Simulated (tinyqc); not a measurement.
## Thickness from the transmission

Problem. A dielectric of barrier phi1 and mass m1 carries the voltage V, so U = phi1 - V x/t1. At E = 0 the WKB exponent is S = (4 t1/(3 V)) sqrt(m1/C) [phi1^1.5 - max(phi1 - V, 0)^1.5], C = hbar^2/(2 m0), and T = exp(-S). Find S, t1 and the field.

Values chosen for this exercise:
```
symbol,value,unit,meaning
phi1,1.35,eV,barrier of layer 1 above the emitter Fermi level at zero bias
m1,0.24,m0,tunnelling mass of layer 1
V,2.3,V,voltage across the dielectric
```

Constants: q = 1.602176634e-19 C, hbar = 1.054571817e-34 J s, m0 = 9.1093837015e-31 kg, hbar^2/(2 m0) = 0.0380998212 eV nm^2. Results are converted to the units shown.

T at E = 0 = 3.6843780e-8

Answer. At fixed V the exponent is proportional to t1.

S = 17.12
t1 = 7.500 nm
field = 3.067 MV/cm

Program tinyqc, `OMP_NUM_THREADS=1 python tinyqc.py 2540126 2540127 out.jsonl`; Intel Xeon 2.30GHz, shared host, one thread, about 0.03 s.
